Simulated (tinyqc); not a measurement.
Nanosheet or nanowire with hard walls, valleys of the Ge type: one step. Modes, density and velocity at zero temperature. Two cases, with inputs chosen for the exercise.

Task: With EF = E_lowest + dE, each subband below EF has k_F = sqrt(m_x (EF - E)/c), carries n = 2 g k_F/pi electrons per length (spin included), moves at v = 2 c k_F/(hbar m_x) and adds 2 g e^2/h to the ballistic conductance; c = hbar^2/2m0, 1 angstrom/s = 1e-8 cm/s.

Constants: hbar^2/2m0 = 3.80998211 eV angstrom^2; hbar = 6.58211957e-16 eV s; e^2/h = 3.874045865e-05 S.

Case 1.

Values chosen (out of a larger set: near those of Ge; not measured data): dE = 0.189 eV (EF above the lowest subband edge).

Subbands:
```
label  valleys g  m_x (m0)    E (eV)
A1             4  0.583000  0.395343
A2             4  0.583000  0.792166
A3             4  0.583000  1.182039
A4             4  0.583000  1.311151
A5             4  0.583000  1.769516
A6             4  0.583000  1.922154
A7             4  0.583000  2.422800
A8             4  0.583000  2.628885
A9             4  0.583000  2.670792
A10            4  0.583000  3.045256
```

Case 2.

Values chosen (out of a larger set: near those of Ge; not measured data): dE = 0.146 eV (EF above the lowest subband edge).

Subbands:
```
label  valleys g  m_x (m0)    E (eV)
A1             4  0.586667  0.247929
A2             4  0.586667  0.508111
A3             4  0.586667  0.730134
A4             4  0.586667  0.834232
A5             4  0.586667  1.137278
A6             4  0.586667  1.224014
A7             4  0.586667  1.484294
A8             4  0.586667  1.676039
A9             4  0.586667  1.696899
A10            4  0.586667  1.943951
```

Give: Occupied subbands; total n; ballistic conductance.

Result:

Case 1.

Occupied subbands:
```
label  k_F (1/angstrom)  n (1/nm)  v (1e7 cm/s)
A1               0.1701     4.331          3.38
```

total n = 4.331 1/nm
ballistic conductance = 309.9 microsiemens

EF lies below the last listed level, so the count is complete for these valleys (other families, and non-parabolicity above about 0.2 eV, are left out): 1 subband with 4 valley modes. The Fermi velocity, averaged with the densities as weights, is 3.38 x 1e7 cm/s; the mean over all filled states moving one way is half of it.

Case 2.

Occupied subbands:
```
label  k_F (1/angstrom)  n (1/nm)  v (1e7 cm/s)
A1               0.1499     3.818          2.96
```

total n = 3.818 1/nm
ballistic conductance = 309.9 microsiemens

EF lies below the last listed level, so the count is complete for these valleys (other families, and non-parabolicity above about 0.2 eV, are left out): 1 subband with 4 valley modes. The Fermi velocity, averaged with the densities as weights, is 2.96 x 1e7 cm/s; the mean over all filled states moving one way is half of it.

Computed by tinyqc, one run a case: `OMP_NUM_THREADS=1 python tinyqc.py N N+1 out.jsonl` with N = 1252057, 1252349; one thread of a shared Intel(R) Xeon(R) Processor @ 2.30GHz, about 0.4 s a run at most.
